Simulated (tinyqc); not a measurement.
Interface traps from C-V curves, high-low and Terman methods: one step of the calculation.

MOS capacitor on an n-type substrate; psi is the band bending, negative in depletion; only majority carriers are counted. At the bending psi the Fermi level lies y = xi - psi below the conduction edge at the surface, xi = Vt ln(Nc/Nd). Dit(y) = D0 + D1 exp(-y/E1); traps fill up to the Fermi level, follow the bias and a slow signal, and do not follow a fast one. V is the gate voltage from flat band.

Task. Terman extraction. psi at each point follows from C_HF and the ideal curve. Dit = (Cox/q) d(V - V0)/dpsi by central differences over the two neighbours.

Constants: q = 1.602176634e-19 C. Results are converted to the units shown.

```
point      psi (V)       V0 (V)        V (V)
0      -0.59000000  -0.77532972  -0.85672399
1      -0.52877778  -0.70376265  -0.78156742
2      -0.46755556  -0.63154428  -0.70549663
3      -0.40633333  -0.55853353  -0.62823799
4      -0.34511111  -0.48452955  -0.54939132
5      -0.28388889  -0.40922892  -0.46835342
6      -0.22266667  -0.33213348  -0.38417521
7      -0.16144444  -0.25231990  -0.29525523
8      -0.10022222  -0.16775371  -0.19853900
9      -0.03900000  -0.07289225  -0.08694979
```

Cox = 383.68147 nF/cm^2

Wanted: Dit by Terman.

Result.

Dit by Terman, point 1 to 8 (cm^-2 eV^-1): 1.4555e11  1.5842e11  1.7779e11  2.0692e11  2.5073e11  3.1663e11  4.1573e11  5.6479e11

The differences overstate the curved tail; the largest error is 2.2 %, at point 8.

Computed by the program tinyqc: `OMP_NUM_THREADS=1 python tinyqc.py 2030041 2030042 out.jsonl`, one thread of a shared Intel Xeon 2.30GHz, about 0.01 s for the whole run.
